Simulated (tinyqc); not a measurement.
Depth and level of a trap from the time ratio.

Inverse problem. For an oxide trap tc/te = exp(E/Vt) with E = E0 - dpsi - (xt/tox)(Vg - VT - dpsi), dpsi being the rise of the surface potential above its value at threshold. Find xt and E0, and the depth that would be read if dpsi were ignored.

Parameters, values chosen for the exercise:

| symbol | value | unit | meaning |
|---|---|---|---|
| T | 350 | K | temperature |
| tox | 2.6 | nm | insulator thickness |

Constants: q = 1.602176634e-19 C, kB = 1.380649e-23 J/K, Vt = kB T/q. Results are converted to the units shown.

Vg - VT (V): 0.87  1.02
tc/te: 1.3751793  0.57340293
dpsi (V): 0.10919701  0.11442042

Answer. E + dpsi is a straight line in the oxide voltage Vg - VT - dpsi with slope -xt/tox and intercept E0. Ignoring dpsi assigns the motion of the bands to the trap and overstates its depth.

xt = 0.380 nm
E0 = 0.230 eV
depth read without dpsi = 0.457 nm

Computed by the program tinyqc: `OMP_NUM_THREADS=1 python tinyqc.py 2710128 2710129 out.jsonl`, one thread of a shared Intel Xeon 2.30GHz, about 0.01 s for the whole run.
